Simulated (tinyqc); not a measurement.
Inside a calculation. Method: plane-wave Kohn-Sham cycle with exchange-only LDA in a layered model solid. Computed by tinyqc, a small Python program that keeps every step. Settings: points = 16, plane-wave index or count = 2, electrons = 2, k points = 2, area = 8.0, mixing = 0.8, iteration cap = 62, Kerker q0 = 0.87. Command: `OMP_NUM_THREADS=1 python tinyqc.py 30036 30037 out.jsonl` (the two numbers bound the seeds that draw the settings). One thread of a shared host (Intel(R) Xeon(R) Processor @ 2.60GHz), about 0.02 s of CPU time with the checks.

A solid whose potential varies along x alone (atomic units):
```
parameter                      value
period a                   16.600000
cross-section of the cell   8.000000
electrons per cell                 2
grid points                       16
plane waves -n..n, n               2
k points                           2
V1 in V1 cos(2 pi x/a)     -0.260000
```

Stop when sqrt(dV sum R^2) is below 1e-8, dV = a A/N.

Course of the cycle:
```
iteration  E (hartree)  norm of the residual
1          -0.69904483              2.23e-01
2          -0.41080718              9.70e-02
3          -0.38792889              6.58e-02
4          -0.44107605              1.77e-01
5          -0.53749603              1.78e-01
6          -0.44234478              1.37e-01
7          -0.46226573              1.49e-01
8          -0.47085551              1.68e-01
9          -0.49341061              1.55e-01
10         -0.44833046              1.45e-01
11         -0.47466319              1.53e-01
...                ...                   ...
52         -0.45641127              1.54e-01
53         -0.48321553              1.54e-01
54         -0.45758747              1.57e-01
55         -0.48901102              1.61e-01
56         -0.46912970              1.77e-01
57         -0.52288420              1.89e-01
58         -0.50322647              1.96e-01
59         -0.53056578              2.13e-01
60         -0.53151432              1.91e-01
61         -0.50076141              2.21e-01
62         -0.57156911              2.03e-01
```

Can the last value be used, and what does the course show?

Not by the stop rule. Not converged within 62 iterations: the residual wanders without falling. Reruns (cap 100 unless said): mixing 0.1: not converged; mixing 0.5, Kerker q0 1.0: not converged; mixing 0.3, Pulay depth 5: converged in 22 (E = -0.38250); the original settings with a cap of 400: not converged.
